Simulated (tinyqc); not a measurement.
## Voltage drop against the pad pitch

A grid of 17 by 17 nodes with segments Rx (rows) and Ry (columns); every node draws I1 and the central node kh I1; pads with resistance Rp sit at the nodes whose row and column are multiples of the pitch, counting from 0. The drops u = Vdd - V follow from G u = i, with G the conductance matrix and i the load currents, solved directly.

Inputs (values chosen for the exercise):
```
symbol  value  unit                                   meaning
Vdd      0.75     V                            supply voltage
Rx       0.16   ohm        resistance of a horizontal segment
Ry       0.54   ohm          resistance of a vertical segment
Rp       0.11   ohm  resistance from a pad node to the supply
kh          5              factor on the load at the hot node
I1        1.1    mA  load current of a node in the large grid
```

Result of one run:

| pitch (nodes) | pads | worst drop (mV) | mean drop (mV) | largest drop at a pad (mV) | largest pad current (mA) | worst drop over Vdd (%) |
|---|---|---|---|---|---|---|
| 1 | 289 | 0.3255 | 0.1227 | 0.3255 | 2.959 | 0.04340 |

What becomes of these results when the pad pitch is changed from 1 to 4 nodes, all else the same?

Result of the changed run:

| pitch (nodes) | pads | worst drop (mV) | mean drop (mV) | largest drop at a pad (mV) | largest pad current (mA) | worst drop over Vdd (%) |
|---|---|---|---|---|---|---|
| 4 | 25 | 3.624 | 2.797 | 2.090 | 19.00 | 0.4832 |

The whole series:

| pitch (nodes) | pads | worst drop (mV) | mean drop (mV) | largest drop at a pad (mV) | largest pad current (mA) | worst drop over Vdd (%) |
|---|---|---|---|---|---|---|
| 1 | 289 | 0.3255 | 0.1227 | 0.3255 | 2.959 | 0.04340 |
| 2 | 81 | 0.9254 | 0.6558 | 0.7294 | 6.631 | 0.1234 |
| 4 | 25 | 3.624 | 2.797 | 2.090 | 19.00 | 0.4832 |
| 8 | 9 | 12.79 | 10.79 | 6.178 | 56.17 | 1.706 |
| 16 | 4 | 46.16 | 38.17 | 8.863 | 80.58 | 6.155 |

The worst drop goes from 0.325 to 46.2 mV while the number of pads falls from 289 to 4; between the last two rows it goes as pitch^(1.85). The largest drop at a pad is 100 % of the worst drop in the first row and 19.2 % in the last; the rest falls along the wires.

Program tinyqc, `OMP_NUM_THREADS=1 python tinyqc.py 2770173 2770174 out.jsonl`; Intel Xeon 2.30GHz, shared host, one thread, about 0.07 s.
